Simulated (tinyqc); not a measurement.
# Worked calculation: one electron in a tunnel-coupled double dot: charge qubit, sensing and quantum capacitance

Program tinyqc, `OMP_NUM_THREADS=1 python tinyqc.py 2470024 2470025 out.jsonl`; Intel Xeon 2.30GHz, shared host, one thread, about 0.01 s. Printed values are rounded.

Basis (left, right), H = [[ep/2, tc], [tc, -ep/2]], splitting Om = sqrt(ep^2 + 4 tc^2), ep = al times the gate voltage. In equilibrium the electron is on the right with the chance P_R = [1 + (ep/Om) tanh(Om/2 kB T)]/2.

Values chosen for this exercise:
- tc = 4 ueV (tunnel coupling)
- T = 0.2 K (electron temperature)
- al = 0.12 eV/V (lever arm of the gate on the detuning)
- Cp = 0.49 pF (parasitic capacitance of the resonator)
- f0 = 530 MHz (resonator frequency)
- Q = 128 (loaded quality factor)
- se = 1.4 ueV (deviation of quasi-static detuning noise)
- ep = -8 ueV (detuning)

Constants: q = 1.602176634e-19 C, kB = 1.380649e-23 J/K, hbar = 1.054571817e-34 J s, h = 6.62607015e-34 J s, Vt = kB T/q. Results are converted to the units shown.

## Splitting and occupation

Also the frequency Om/h, the mixing angle arctan2(2 tc, ep) and the weight of the right dot in the ground state, (1 + ep/Om)/2.

Om = 11.3137 ueV
Om/h = 2.73564 GHz
mixing angle = 135 degree
ground-state weight = 0.146447
kB T = 17.2347 ueV
P_R = 0.387950

## Capacitance seen by a resonator

q^2 al^2 dP_R/d(ep) splits into Cq = q^2 al^2 (2 tc^2/Om^3) tanh(Om/2 kB T) and Ct = q^2 al^2 (ep/Om)^2/(4 kB T cosh^2(Om/2 kB T)); Ct appears only if relaxation is faster than the drive. A resonator of frequency f0, capacitance Cp and quality factor Q shifts by df = -f0 Cq/(2 Cp) and its phase by -2 Q Cq/Cp.

Cq = 16.1572 aF
Ct = 15.0525 aF
df = -8.73805 kHz
phase shift = -483.650 millidegree

## Dephasing by charge noise

Noise in ep shifts Om by (ep/Om) d + (2 tc^2/Om^3) d^2. For Gaussian d of deviation se the spread of Om is sqrt[(ep se/Om)^2 + 2 (2 tc^2 se^2/Om^3)^2], and T2* is estimated as sqrt(2) hbar/spread; Om T2*/h counts the oscillations within T2*.

first-order spread = 0.989949 ueV
second-order spread = 0.06125 ueV
T2* = 0.938508 ns
oscillations within T2* = 2.56742

At ep = 0 the first-order term vanishes and T2* would be 5.37 ns.
